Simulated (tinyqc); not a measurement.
What each parameter does: valley splitting in a one-orbital chain of atomic planes (second-neighbour model).

Each (001) plane carries one orbital with energy e0, hopping v to the next plane and u to the second: E(phi) = e0 + 2 v cos(phi) + 2 u cos(2 phi), where phi = pi - k a/4 (the sign of every second orbital is chosen so that v > 0, which shifts the phase by pi). The minimum lies at cos(phi0) = -v/(4u), phi0 = pi - (pi/2) k0 for a valley at k0 (2 pi/a), and e0 puts it at zero. A slab of N planes has hard walls: the matrix simply ends.

A well of Nw planes between barriers of 40 planes each (as of a SiGe alloy, taken as an offset alone). With x = j - 39.5 for plane j = 0, 1, ..., the potential is V0 (f(x) + f(Nw - x)) + F (j - 40) a/4, f(y) = 1/(1 + exp(y/L)), a step for L = 0; L is in planes, 4 L is about the distance over which f goes from 0.88 to 0.12, and 1 MV/m = 1e-4 V/angstrom.

Constants: hbar^2/2m0 = 3.80998211 eV angstrom^2.

Inputs chosen for the exercise (near those of the Delta valleys of silicon; abrupt walls in this chain split the valleys several times more than measured wells; the results hold for these values, not for the real material):
```
symbol  value  unit      meaning
a       5.435  angstrom  lattice constant; planes lie a/4 apart
k0      0.815  2 pi/a    position of the valley
ml      0.918  m0        longitudinal mass
V0      0.15   eV        barrier height
F       2      MV/m      field
Nw      69               planes in the well
```

Step interfaces (L = 0). u, v, e0 follow from 8 u sin^2(phi0) = (2c/ml)/(a/4)^2, v = -4u cos(phi0), e0 = 2u + v^2/(4u), c = hbar^2/2m0.

One parameter was then changed.

Results before and after:
```
case     mean level (meV)  splitting (micro-eV)
base                11.76                 285.5
changed             11.37                 285.1
```

Which of these changes was made? (a) V0 = 0.225 eV; (b) Nw = 70; (c) k0 = 0.825 2 pi/a; (d) ml = 1.01 m0; (e) F = 4 MV/m.

Answer: (d) ml = 1.01 m0. Of the candidates, run in turn, only this one gives the changed row.

All candidates:
```
case               mean level (meV)  splitting (micro-eV)
base                          11.76                 285.5
k0 = 0.825 2 pi/a             11.76                 318.9
ml = 1.01 m0                  11.37                 285.1
V0 = 0.225 eV                 11.98                 285.3
F = 4 MV/m                    17.91                 567.9
Nw = 70                       11.74                 318.7
```

Run: tinyqc, `OMP_NUM_THREADS=1 python tinyqc.py 1452615 1452616 out.jsonl`; Intel(R) Xeon(R) Processor @ 2.30GHz, one thread, shared host; about 0.01 s of CPU time with all checks.
